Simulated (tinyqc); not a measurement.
Inside a calculation. Method: Hubbard ring of 3 sites. Computed by tinyqc, a small Python program that keeps every step. Settings: hopping = 1.93, U = 8.9, mixing = 0.2, iteration cap = 58. Command: `OMP_NUM_THREADS=1 python tinyqc.py 31423 31424 out.jsonl` (the two numbers bound the seeds that draw the settings). One thread of a shared host (Intel(R) Xeon(R) Processor @ 2.60GHz), about 0.2 s of CPU time with the checks. Later iterations appear only in the table of the cycle.

## Mean-field iteration 1

one-body matrix (hopping and site energies) (eV), lower triangle:
```
           1          2         3
1   0.000000
2  -1.930000   0.000000
3  -1.930000  -1.930000  0.000000
```

U = 8.900000 eV

electrons, up and down: 2  1

mixing = 0.200000

n(up) at the start (a guess, not normalised): 1 1.000000, 2 0.217000, 3 1.000000

n(down) at the start (a guess): 1 0.000000, 2 0.783000, 3 0.000000

H(up) = T + U n(down), H(down) = T + U n(up); fill the lowest levels; n(new) = n + mixing (n(out) - n); E = tr T (rho up + rho down) + U sum n_up n_down of the output.

levels, up (eV): -2.700469  1.930000  7.739169

levels, down (eV): 0.736229  8.165071  10.830000

energy = -1.670818 eV

n(up) after iteration 1: 1 0.992620, 2 0.188360, 3 0.992620

n(down) after iteration 1: 1 0.016087, 2 0.794226, 3 0.016087

## Mean-field iteration 2

As before.

levels, up (eV): -2.560501  2.073173  7.842288

levels, down (eV): 0.511135  8.069589  10.764316

energy = -1.676589 eV

n(up) after iteration 2: 1 0.986659, 2 0.165563, 3 0.986659

n(down) after iteration 2: 1 0.028286, 2 0.804547, 3 0.028286

## Mean-field iteration 3

As before.

levels, up (eV): -2.453171  2.181748  7.935391

levels, down (eV): 0.330955  7.993815  10.711262

energy = -1.680008 eV

n(up) after iteration 3: 1 0.981868, 2 0.147369, 3 0.981868

n(down) after iteration 3: 1 0.037539, 2 0.813817, 3 0.037539

## Convergence

Each step fills the lowest levels of T + U n(other spin) and sets n(new) = n + mixing (n(out) - n); stop when output and input agree to 1e-8.

Course of the cycle:
```
iteration       E (eV)  largest |n(out) - n(in)|  mean |n_up - n_down|
1          -1.67081776                  1.43e-01              0.843552
2          -1.67658856                  1.14e-01              0.847640
3          -1.68000848                  9.10e-02              0.850869
4          -1.68209571                  7.28e-02              0.853461
5          -1.68340480                  5.84e-02              0.855566
6          -1.68424626                  4.69e-02              0.857291
7          -1.68479888                  3.78e-02              0.858714
8          -1.68516853                  3.05e-02              0.859894
9          -1.68541961                  2.47e-02              0.860876
10         -1.68559230                  2.00e-02              0.861696
11         -1.68571230                  1.62e-02              0.862383
...                ...                       ...                   ...
48         -1.68600314                  2.50e-05              0.866077
49         -1.68600314                  2.12e-05              0.866078
50         -1.68600314                  1.79e-05              0.866079
51         -1.68600314                  1.52e-05              0.866080
52         -1.68600314                  1.28e-05              0.866081
53         -1.68600314                  1.09e-05              0.866082
54         -1.68600314                  9.21e-06              0.866082
55         -1.68600314                  7.80e-06              0.866083
56         -1.68600314                  6.61e-06              0.866083
57         -1.68600314                  5.60e-06              0.866084
58         -1.68600314                  4.74e-06              0.866084
```

Not converged within 58 iterations: the residual falls steadily but slowly, by a factor of about 0.85 a step. The lowest mean-field energy found from random starts is -1.68600 eV. Reruns (cap 100 unless said): mixing 0.5: converged in 34 (E = -1.68600); mixing 0.9: converged in 15 (E = -1.68600); the original settings with a cap of 400: converged in 96 (E = -1.68600).

## The many-body Hamiltonian

Basis: all placements (u, d, 2, 0 on each site), up operators ordered before down ones; hops carry the sign of the same-spin electrons passed.

H (eV), lower triangle:
```
           2u0        u20        uud        20u        udu        u02        duu        02u
2u0   8.900000
u20  -1.930000   8.900000
uud  -1.930000  -1.930000   0.000000
20u  -1.930000   0.000000   0.000000   8.900000
udu   0.000000  -1.930000   0.000000  -1.930000   0.000000
u02   0.000000   0.000000  -1.930000  -1.930000  -1.930000   8.900000
duu   1.930000   0.000000   0.000000  -1.930000   0.000000   0.000000   0.000000
02u   0.000000   1.930000   0.000000   0.000000  -1.930000   0.000000  -1.930000   8.900000
0u2   0.000000   0.000000   1.930000   0.000000   0.000000  -1.930000  -1.930000  -1.930000

          0u2
0u2  8.900000
```

## Exact diagonalisation (9 states)

Lowest levels of the sector, and the double occupancy of the lowest state.

lowest levels (eV): -2.211532  -2.211532  0.000000  6.816203  6.816203  8.900000

double occupancy per site = 0.064222

## The lowest level by Lanczos steps

From a random start vector (not printed): a_j = <q_j|H|q_j>, b_j = norm of the remainder after orthogonalising; the Ritz value is the lowest eigenvalue of the tridiagonal matrix of a and b so far.

Lanczos:
```
j  a_j (eV)  b_j (eV)  lowest Ritz value (eV)
1  7.787603  6.169295              7.78760294
2  3.389462  4.043616             -0.96098033
3  7.055324  1.086973             -2.19232185
4  7.553926  2.615691             -2.20718652
5  0.913685         0             -2.21153166
```
